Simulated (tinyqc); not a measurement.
Stress in a transistor channel from embedded alloy regions, liners and fins, by half-space elasticity: one step, computed by the program tinyqc. Command: `OMP_NUM_THREADS=1 python tinyqc.py 3022443 3022444 out.jsonl stressor walk`. One thread of a shared host (Intel(R) Xeon(R) Processor @ 2.30GHz), about 0.01 s of CPU time with the checks.

Plane strain in an isotropic half-space, the same constants everywhere; x along the channel from its centre, y downwards from the free surface; stress is positive in tension.

Question. Mobility change, linear estimate. d mu/mu = -(pi_L s_xx + pi_z s_yy) for the embedded regions alone; the stress across the width is left out.

Inputs (values chosen for the exercise, modelled on silicon): longitudinal piezoresistance coefficient = 72.7 1e-11/Pa; vertical piezoresistance coefficient = -1.1 1e-11/Pa.

Stressor: Si(1-x)Ge(x) source and drain.

s_xx = -2357.421 MPa

s_yy = 0.7065946 MPa

Give: mobility change.

Answer.

mobility change = 171.39 %

The vertical stress supplies 7.8e-4 of these points. Caution: beyond a few hundred MPa bulk piezoresistance coefficients no longer describe an inversion layer well.
